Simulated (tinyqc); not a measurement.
Gate sweep: ballistic transport through the one-dimensional subbands of a rectangular nanowire or nanosheet channel. Computed by tinyqc, a small Python program. Command: `OMP_NUM_THREADS=1 python tinyqc.py 3010617 3010618 out.jsonl wire walk`. One thread of a shared host (Intel(R) Xeon(R) Processor @ 2.30GHz), about 0.03 s of CPU time with the checks.

Hard walls, parabolic subbands, transport along x. Energies are counted from the bulk conduction band edge at the top of the barrier, which the gate pulls down by U; the source Fermi level lies at the bulk edge when U = 0.

Inputs (values chosen for the exercise, modelled on silicon):
```
quantity,value,unit
light mass m_t,0.19,m_0
heavy mass m_l,0.906,m_0
height a,4,nm
width b,7.6,nm
equivalent oxide thickness t,1.5,nm
drain voltage V_D,0.01,V
temperature T,300,K
```

Valleys: silicon [100] wire.

Constants: hbar^2/(2 m_0) = 3.80998212 eV angstrom^2; k_B = 8.617333262e-05 eV/K; m_0 = 9.1093837015e-31 kg; k_B = 1.380649e-23 J/K; hbar = 1.054571817e-34 J s; eps_0 = 8.8541878128e-12 F/m; e = 1.602176634e-19 C; h = 6.62607015e-34 J s.

Method:
- E_pq = (hbar^2 pi^2/2)(p^2/(m_y b^2) + q^2/(m_z a^2)); valley pairs: (m_x, m_y, m_z) = (m_t, m_t, m_l), (m_t, m_l, m_t), (m_l, m_t, m_t), each with degeneracy g = 2; the 10 lowest subbands are kept.
- F_j(eta) = (1/Gamma(j + 1)) int_0^infinity x^j/(1 + exp(x - eta)) dx, F_0 = ln(1 + exp(eta)). Integrals over x = E/(k_B T) use 160 Gauss-Legendre points in u = sqrt(x) from 0 to sqrt(max(eta, 0) + 32).
- With degeneracy g = 2, eta_i = (U - E_i)/(k_B T) and u = e V_D/(k_B T): line density n = sum_i g sqrt(2 m_x k_B T/pi)/(2 hbar) [F_-1/2(eta_i) + F_-1/2(eta_i - u)]; gate: e n = C_ox (V_G - U/e), C_ox = 3.9 eps_0 2 (a + b)/t (flat-plate estimate); I = (2 e k_B T/h) sum_i g [F_0(eta_i) - F_0(eta_i - u)].
- Open modes are sum_i g/(1 + exp(-eta_i)). The last column is e dn/dV_G over C_ox, taken up to the next row.

Subbands:
```
valley axis,p,q,E (meV),m_x (m_0)
z,1,1,60.205,0.190
y,1,1,130.880,0.190
z,1,2,138.025,0.190
y,2,1,152.437,0.190
x,1,1,157.958,0.906
z,2,1,162.997,0.190
y,3,1,188.365,0.190
y,4,1,238.665,0.190
z,2,2,240.818,0.190
x,2,1,260.751,0.906
```

Against the gate voltage:
```
V_G (V),U (meV),n (1/nm),I (microampere),open modes,C_g/C_ox
-0.24,-240.00,3.7595e-06,1.3883e-05,2.1606e-05,5.2722e-04
-0.14,-140.05,1.7951e-04,6.6282e-04,1.0315e-03,3.7877e-02
-0.02,-24.60,1.5331e-02,5.6196e-02,8.7029e-02,4.3774e-01
0.11,48.49,2.0503e-01,6.8791e-01,1.0167e+00,7.2456e-01
0.21,76.04,4.4656e-01,1.3645e+00,1.9587e+00,8.1338e-01
0.34,100.30,7.9904e-01,2.2370e+00,3.1742e+00,8.6656e-01
0.48,118.98,1.2035e+00,3.1888e+00,4.5090e+00,8.9932e-01
0.64,135.09,1.6831e+00,4.2685e+00,5.9981e+00,9.1924e-01
0.81,148.82,2.2040e+00,5.3592e+00,7.4618e+00,9.3125e-01
1.00,161.88,2.7939e+00,6.4795e+00,8.9233e+00,-
```

What follows from these numbers?

Between the first two rows the current rises one decade per 60 mV, against the limit ln(10) k_B T/e = 60 mV. Above threshold C_g/C_ox lies between 0.72 and 0.93: the quantum capacitance in series costs a visible part.

Extremes, crossings and ranges named in words are read from the listed rows.
